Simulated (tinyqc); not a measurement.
Interface traps from C-V curves, high-low and Terman methods: one step of the calculation.

MOS capacitor on an n-type substrate; psi is the band bending, negative in depletion; only majority carriers are counted. At the bending psi the Fermi level lies y = xi - psi below the conduction edge at the surface, xi = Vt ln(Nc/Nd). Dit(y) = D0 + D1 exp(-y/E1); traps fill up to the Fermi level, follow the bias and a slow signal, and do not follow a fast one. V is the gate voltage from flat band.

Problem. High-low extraction. q Dit = (1/C_LF - 1/Cox)^(-1) - (1/C_HF - 1/Cox)^(-1) at each point.

Constants: q = 1.602176634e-19 C. Results are converted to the units shown.

```
point  C_HF (nF/cm^2)  C_LF (nF/cm^2)
0           131.90732       156.21493
1           139.19740       162.96926
2           147.96879       171.11915
3           158.82772       181.26559
4           172.80959       194.47894
5           191.88215       212.89221
6           220.41307       241.36685
7           270.20208       292.57677
8           374.22301       398.00280
```

Cox = 767.36294 nF/cm^2

Wanted: Dit by high-low.

Solution.

Dit by high-low, point 0 to 8 (cm^-2 eV^-1): 2.3004e11  2.3012e11  2.3039e11  2.3122e11  2.3382e11  2.4200e11  2.6768e11  3.4838e11  6.0187e11

Computed by the program tinyqc: `OMP_NUM_THREADS=1 python tinyqc.py 2030107 2030108 out.jsonl`, one thread of a shared Intel Xeon 2.30GHz, about 0.01 s for the whole run.
